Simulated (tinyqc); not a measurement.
Inside a calculation. Method: CIS and TDHF on RHF in the sto-3g basis, for H6, spin multiplicity 1. One step of it, computed by the program tinyqc.

Task: CIS triplet states. Diagonalise A (1 hartree = 27.211386 eV); each vector has its largest component positive (the first on a tie).

CIS matrix A, triplet (hartree):
```
           1>4       1>5        1>6        2>4        2>5        2>6        3>4        3>5
1>4   0.532920  0.000000   0.082009   0.000000   0.114937   0.000000  -0.031940   0.000000
1>5   0.000000  0.875282   0.000000   0.114937   0.000000   0.131086   0.000000   0.034547
1>6   0.082009  0.000000   1.130098   0.000000   0.131086   0.000000   0.112155   0.000000
2>4   0.000000  0.114937   0.000000   0.457174   0.000000  -0.037287   0.000000  -0.128689
2>5   0.114937  0.000000   0.131086   0.000000   0.729809   0.000000  -0.128689   0.000000
2>6   0.000000  0.131086   0.000000  -0.037287   0.000000   1.112141   0.000000  -0.118096
3>4  -0.031940  0.000000   0.112155   0.000000  -0.128689   0.000000   0.279291   0.000000
3>5   0.000000  0.034547   0.000000  -0.128689   0.000000  -0.118096   0.000000   0.603996
3>6   0.112155  0.000000  -0.085665   0.000000  -0.118096   0.000000   0.035468   0.000000

           3>6
1>4   0.112155
1>5   0.000000
1>6  -0.085665
2>4   0.000000
2>5  -0.118096
2>6   0.000000
3>4   0.035468
3>5   0.000000
3>6   0.909381
```

Give: triplet excitation energies; lowest vectors.

Result:

triplet excitation energies (eV): [6.0241, 9.1857, 11.6826, 18.0586, 20.8475, 23.4053, 25.5860, 32.3068, 33.3174]

lowest vectors, order 1>4, 1>5, 1>6, 2>4, 2>5, 2>6, 3>4, 3>5, 3>6:
$$\begin{pmatrix}
0.0556 & 0.0000 & 0.8553 & 0.0000 & 0.4447 & 0.0000 \\
0.0000 & -0.2449 & 0.0000 & 0.0473 & 0.0000 & 0.8912 \\
-0.1631 & 0.0000 & -0.0691 & 0.0000 & -0.2456 & 0.0000 \\
0.0000 & 0.8181 & 0.0000 & -0.5235 & 0.0000 & 0.2341 \\
0.2619 & 0.0000 & -0.4041 & 0.0000 & 0.7851 & 0.0000 \\
0.0000 & 0.1565 & 0.0000 & 0.1625 & 0.0000 & -0.3517 \\
0.9490 & 0.0000 & 0.0385 & 0.0000 & -0.2772 & 0.0000 \\
0.0000 & 0.4963 & 0.0000 & 0.8350 & 0.0000 & 0.1647 \\
-0.0333 & 0.0000 & -0.3144 & 0.0000 & 0.2208 & 0.0000
\end{pmatrix}$$
